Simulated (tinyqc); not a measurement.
Carrier lifetime of an n-type layer with SRH, radiative, Auger and surface recombination: effect of the temperature at dn = 7e14 cm^-3.

Uniform excess density dn = dp (no trapping), n = n0 + dn, p = p0 + dn, Boltzmann statistics, full ionisation. Surfaces enter as a rate 2 S dn/d, which holds while diffusion to them is fast.

Nc and Nv are given at 300 K and scale as (T/300 K)^1.5; all else is held fixed. ni = sqrt(Nc Nv) exp(-Eg/(2 Vt)), Eg in volts; majority density N/2 + sqrt(N^2/4 + ni^2), n0 p0 = ni^2; n1 = Nc exp(-Et/Vt), p1 = Nv exp((Et - Eg)/Vt); tn0 = 1/(sn vth Nt), tp0 = 1/(sp vth Nt). With e = n p - ni^2 = dn (n0 + p0 + dn): U_SRH = e/(tp0 (n + n1) + tn0 (p + p1)), U_rad = B e, U_Aug = (Cn n + Cp p) e, U_s = 2 S dn/d. Each tau is dn over its rate; tau = dn/U with U the sum. Here dn = 7e14 cm^-3.

Values chosen for this exercise; band and dielectric values those of a made-up semiconductor:
```
symbol,value,unit,meaning
Eg,1.18,eV,band gap
Nc,3.13e19,cm^-3,conduction-band density of states at the reference temperature
Nv,3.26e19,cm^-3,valence-band density of states at the reference temperature
B,5.65e-15,cm^3/s,radiative coefficient
N,2e14,cm^-3,donor density
Cn,2.8e-31,cm^6/s,Auger coefficient (two electrons)
Cp,1.4e-31,cm^6/s,Auger coefficient (two holes)
Nt,2.3e13,cm^-3,trap density
sn,1e-16,cm^2,capture cross-section for electrons
sp,1e-16,cm^2,capture cross-section for holes
vth,1.3e7,cm/s,thermal velocity (both carriers)
Et,0.92,eV,trap level below the conduction band
S,0,cm/s,surface recombination velocity (both faces)
d,1,um,sample thickness
```

Constants: q = 1.602176634e-19 C, kB = 1.380649e-23 J/K, Vt = kB T/q. Results are converted to the units shown.

Results:
```
T (K)	tau_SRH (s)	tau_rad (s)	tau_Aug (s)	tau (s)	radiative share (%)	largest path
200	5.964e-5	0.1967	3.175	5.962e-5	0.03032	SRH
240	6.246e-5	0.1967	3.175	6.244e-5	0.03175	SRH
320	1.667e-4	0.1967	3.175	1.666e-4	0.08471	SRH
360	4.244e-4	0.1967	3.175	4.234e-4	0.2153	SRH
400	0.001048	0.1966	3.174	0.001042	0.5298	SRH
440	0.002320	0.1964	3.169	0.002292	1.167	SRH
480	0.004544	0.1931	3.088	0.004433	2.295	SRH
```

Estimate the missing row, T = 280 K.

Computed row:
```
T (K)	tau_SRH (s)	tau_rad (s)	tau_Aug (s)	tau (s)	radiative share (%)	largest path
280	8.229e-5	0.1967	3.175	8.225e-5	0.04183	SRH
```

With this row back in the table: SRH recombination leads at T = 200 and in all other rows. tau_SRH rises from 5.96e-5 to 0.00454 s and the total lifetime rises from 5.96e-5 to 0.00443 s.

Computed by the program tinyqc: `OMP_NUM_THREADS=1 python tinyqc.py 2300003 2300004 out.jsonl`, one thread of a shared Intel Xeon 2.30GHz, about 0.01 s for the whole run.
